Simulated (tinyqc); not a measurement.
What each parameter does: Landau levels of bilayer graphene.

Four-band model without bias: with w = sqrt(2) hv/l, E_N^2 = [g1^2 + (2N - 1) w^2 - sqrt(g1^4 + 2 (2N - 1) g1^2 w^2 + w^4)]/2 for N >= 2, and E = 0 for N = 0, 1. The two-band limit is hbar wc sqrt(N (N - 1)) with hbar wc = w^2/g1. Each level is fourfold; of the eight zero-energy states half belong to the electrons.

In a field B along z: l = 1/sqrt((e/hbar) B) is the magnetic length, n_B = B/(h/e) the number of states per area in one level, hbar wc = 2 muB B/m for mass m in m0; 1/angstrom^2 = 1e16/cm^2.

The zero level takes 4 n_B electrons and each higher level 4 n_B. At zero temperature and without broadening EF sits in the partly filled level.

Constants: e/hbar = 1.519267448e-05 1/(T angstrom^2); h/e = 413566.7697 T angstrom^2; muB = 5.788381798e-05 eV/T.

Values chosen for the exercise (near those of bilayer graphene; not measured data):

| symbol | value | unit | meaning |
|---|---|---|---|
| hv | 6.84 | eV angstrom | hbar v |
| g1 | 0.365 | eV | interlayer hopping |
| B | 8.1 | T | magnetic field |
| n | 11 | x 1e11/cm^2 | electron sheet density |

The second and third levels from below, nu = n/n_B, and EF.

One parameter was then changed.

Results before and after:

| case | second level (meV) | third level (meV) | nu | EF (meV) |
|---|---|---|---|---|
| base | 39.95 | 65.31 | 5.62 | 39.95 |
| changed | 39.95 | 65.31 | 6.74 | 39.95 |

Which of these changes was made? (a) g1 = 0.438 eV; (b) B = 9.72 T; (c) n = 13.2 x 1e11/cm^2; (d) hv = 5.81 eV angstrom.

Answer: (c) n = 13.2 x 1e11/cm^2. Of the candidates, run in turn, only this one gives the changed row.

All candidates:

| case | second level (meV) | third level (meV) | nu | EF (meV) |
|---|---|---|---|---|
| base | 39.95 | 65.31 | 5.62 | 39.95 |
| B = 9.72 T | 47.06 | 76.36 | 4.68 | 47.06 |
| hv = 5.81 eV angstrom | 29.63 | 49.02 | 5.62 | 29.63 |
| g1 = 0.438 eV | 34.31 | 56.85 | 5.62 | 34.31 |
| n = 13.2 x 1e11/cm^2 | 39.95 | 65.31 | 6.74 | 39.95 |

Program tinyqc; command `OMP_NUM_THREADS=1 python tinyqc.py 1251475 1251476 out.jsonl`; about 0.01 s on one thread of a shared Intel(R) Xeon(R) Processor @ 2.30GHz.
